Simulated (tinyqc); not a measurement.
# Bulk resistivity and mean free path from two films

Problem. In the thick-film limit single-crystal films obey rho = rho0 (1 + 3 (1 - ps) lam/(8 d)). Find rho0, lam and the product rho0 lam.

Values chosen for this exercise: specular share of surface scattering ps = 0.1.

rho at d = 26 and 120 nm (uohm cm): 6.4245269  5.5906475

Solution. rho is a straight line in 1/d: the intercept is rho0 and the slope (3/8)(1 - ps) rho0 lam. Without ps only the product (1 - ps) lam could be found.

rho0 = 5.360 uohm cm
lam = 15.30 nm
rho0 lam = 82.01 uohm cm nm

Computed by the program tinyqc: `OMP_NUM_THREADS=1 python tinyqc.py 2100082 2100083 out.jsonl`, one thread of a shared Intel Xeon 2.30GHz, about 0.01 s for the whole run.
